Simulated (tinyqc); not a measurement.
Free-carrier optics of a doped semiconductor (Drude model), step by step. Values are carried at full precision from step to step, so a last printed digit may differ when a step is redone from the rounded ones.

eps(E) = ei [1 - Ep^2/(E^2 + i E Gam)], with Ep^2 = 8 pi c (e^2/(4 pi eps0)) N/(m ei), c = hbar^2/2m0, N in 1/angstrom^3 (1e-24 per 1/cm^3); Gam = hbar/tau, tau = mu m m0/e with m0/e = 5.685630e-12 kg/C and mu in m^2/(V s). Energies in meV.

Constants: hbar^2/2m0 = 3.80998211 eV angstrom^2; e^2/(4 pi eps0) = 14.39964547 eV angstrom; hbar = 6.58211957e-16 eV s; hbar c = 1973.269805 eV angstrom.

Values chosen for the exercise (mass and dielectric values near those of Si; N and mu are free inputs; interband absorption and the rise of the mass with filling are left out; the results hold for these values, not for the real material):
- N = 3.4e+18 1/cm^3 (carrier density)
- m = 0.284 m0 (conductivity mass)
- mu = 43 cm^2/(V s) (mobility)
- ei = 12 (high-frequency dielectric constant)
- E = 11.3 meV (photon energy)

## Plasma energy and damping

Evaluate Ep, tau, Gam, the plasma wavelength hc/Ep (hc = 1239.841984 eV nm) and the dc resistivity 1/(e N mu), e = 1.602176634e-19 C.

Ep = 37.09 meV
tau = 6.94 fs
Gam = 94.80 meV
plasma wavelength = 33.43 micrometre
rho = 0.0427 ohm cm

Ep/Gam = 0.39: the free-carrier part of eps1 has no zero, and the plasma mode is overdamped (Ep/Gam below 1/2).

## Dielectric function at one energy

Insert the numbers.

free-carrier term = -1.8111+15.1939i
eps = 10.1889+15.1939i

## Optical constants

n + i k = sqrt(eps1 + i eps2) with k >= 0; R = ((n - 1)^2 + k^2)/((n + 1)^2 + k^2) at normal incidence from vacuum; alpha = 2 E k/(hbar c), times 1e8 for 1/cm; loss function Im(-1/eps) = eps2/(eps1^2 + eps2^2).

Convert eps at the photon energy E (in meV) into the optical constants.

n = 3.7738
k = 2.0131
R = 0.4376
alpha = 2.31e+03 1/cm

Light of this energy penetrates 1/alpha = 4.34 micrometre.

## Checks

- Integral of E eps2 of the free-carrier term against (pi/2) ei Ep^2 (meV^2): both 25930.

tinyqc: `OMP_NUM_THREADS=1 python tinyqc.py 1652587 1652588 out.jsonl`; about 0.01 s, one thread, shared Intel(R) Xeon(R) Processor @ 2.30GHz.
